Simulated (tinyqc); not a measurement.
# Chemically amplified photoresist: aerial image, acid generation, bake, development and line width, step by step

A worked calculation. Computed by tinyqc, a small Python program that keeps every step. Command: `OMP_NUM_THREADS=1 python tinyqc.py 3000696 3000697 out.jsonl resist walk`. One thread of a shared host (Intel(R) Xeon(R) Processor @ 2.30GHz), about 0.02 s of CPU time with the checks. Intermediate numbers are printed to about 6 digits and carried at full precision; extremes and crossings named in words are read from the listed rows.

Lines and spaces of pitch p with a two-beam-like image; x = 0 is the middle of the bright space. The resist is positive and treated as uniform in depth.

Inputs (values chosen for the exercise, for a model resist at 13.5 nm):
```
quantity                                         value     unit
pitch p                                             36       nm
image contrast c                                  0.62        -
mean dose E                                       5.19  mJ/cm^2
Dill parameter C                                 0.042  cm^2/mJ
quencher load q, relative to the acid generator   0.14        -
acid diffusivity D                               0.082   nm^2/s
bake time t                                         60        s
amplification rate k_amp                         0.089      1/s
threshold protection m_th                         0.54        -
development selectivity n                           12        -
largest rate r_max                                 790     nm/s
smallest rate r_min                              0.016     nm/s
resist thickness d                                  36       nm
development time t_d                                45        s
photon energy                                    91.84       eV
absorption coefficient alpha                       4.8     1/um
```

## Acid image and its blur

Dose E(x) = E [1 + c cos(2 pi x/p)]; acid h = 1 - exp(-C E(x)). Bake: the acid image is blurred by a Gaussian of variance sigma^2 = 2 D t (each Fourier term k of h, taken on 64 points, is multiplied by exp(-4 pi^2 k^2 D t/p^2)). Cosine coefficients: h(x) = sum_k h_k cos(2 pi k x/p).

diffusion length sigma = sqrt(2 D t) = 3.13688 nm

h_0 to h_4 before the bake: 0.192182  0.108926  -0.003677  0.000083  -0.000001

h_0 to h_4 after the blur: 0.192182  0.093766  -0.002019  0.000021  0.000000

blur factor of the first harmonic = 0.860818

sigma/p = 0.087; the blur keeps 86 % of the modulation.

## From image to dissolution rate

The quencher then removes q, h_eff = max(h_blurred - q, 0); protection m = exp(-k_amp t h_eff). Mack rate r = r_max (a + 1)(1 - m)^n/(a + (1 - m)^n) + r_min, a = ((n + 1)/(n - 1))(1 - m_th)^n.

Across half a pitch:
```
x/p   x (nm)  dose (mJ/cm^2)  blurred acid  protection m  rate (nm/s)
0.00     0.0         8.40780      0.283950       0.46362  6.65602e+02
0.05     1.8         8.25031      0.279738       0.47417  6.38527e+02
0.10     3.6         7.79325      0.267410       0.50643  5.24107e+02
0.15     5.4         7.08138      0.247900       0.56204  2.52430e+02
0.20     7.2         6.18435      0.222774       0.64274  3.09521e+01
0.25     9.0         5.19000      0.194202       0.74869  4.88475e-01
0.30    10.8         4.19565      0.164858       0.87569  1.61014e-02
0.35    12.6         3.29862      0.137713       1.00000  1.60000e-02
0.40    14.4         2.58675      0.115707       1.00000  1.60000e-02
0.45    16.2         2.12969      0.101360       1.00000  1.60000e-02
0.50    18.0         1.97220      0.096376       1.00000  1.60000e-02
```

The dose varies by a factor 4.26 across the pattern and the rate by 41600.

## Space width and dose latitude

Edge: vertical development clears the film where r t_d >= d; the space width is twice the x where r = d/t_d. Dose sensitivity = d ln(width)/d ln E from widths at 1.005 E and E/1.005; image log-slope at the edge = |d ln E/dx|, normalised by the width (NILS); latitude for 10 % of width = 10 %/sensitivity.

space width = 17.6655 nm

dose sensitivity = 1.21146

NILS = 1.87681

dose latitude = 8.25450 %

At the same width a resist without blur would give a sensitivity 2/NILS = 1.066; the blur multiplies it by 1.14. Caution: lateral development, standing waves and the joint diffusion of acid and quencher are left out, so widths are indicative.

## Photon statistics at the edge

The edge lies at x = width/2. Absorbed photons per volume N = E(edge) alpha/(photon energy), 1 mJ/cm^2 = 62.41509 eV/nm^2, alpha in 1/nm; a Gaussian blur averages over a volume V = (2 sqrt(pi) sigma)^3; relative noise 1/sqrt(N V); edge noise sigma_x = (dh/d ln E) noise/|dh/dx|, with both derivatives of the blurred acid at the edge.

absorbed photons N = 0.0172368 1/nm^3

photons in the blur volume = 23.7008

edge noise from photons = 2.19787 nm

Caution: the noise counts photons alone (acid and quencher statistics add to it) and takes the film as thicker than the blur; a thinner film averages in two dimensions only.

## Blur against noise

For each sigma the edge is held at x = p/4; N is taken at the mean dose; edge noise = (dh/d ln E)/(sqrt(N V) |dh/dx|), both derivatives taken of the blurred acid, V = (2 sqrt(pi) sigma)^3, N = E alpha/(photon energy), 1 mJ/cm^2 = 62.41509 eV/nm^2.

Trade-off:
```
sigma/p  sigma (nm)  blur factor  photons in V  edge noise (nm)
0.02           0.72     0.992135   2.81500e-01          17.5330
0.04           1.44     0.968911   2.25200e+00           6.3243
0.07           2.52     0.907808   1.20693e+01           2.8915
0.10           3.60     0.820869   3.51875e+01           1.8557
0.14           5.04     0.679167   9.65545e+01           1.3410
0.18           6.48     0.527530   2.05214e+02           1.1780
0.22           7.92     0.384667   3.74677e+02           1.1930
0.27           9.72     0.237168   6.92596e+02           1.4221
0.33          11.88     0.116531   1.26453e+03           2.1418
```

The noise is least near sigma/p = 0.18 among these rows. More diffusion averages over more photons (noise falls as sigma^(-3/2)) until it erases the image slope (factor exp(-2 pi^2 sigma^2/p^2)); for a pure cosine the two balance at sigma/p = sqrt(3/8)/pi = 0.195. Caution: for a film thinner than the blur the noise falls as 1/sigma only, and the optimum moves to sigma/p = 1/(2 pi) = 0.159. Caution: rows with under about ten photons in V are beyond a Gaussian noise estimate.

Checks made by the program: sensitivity 2/NILS in the limit of no diffusion (relative difference 1e-06).
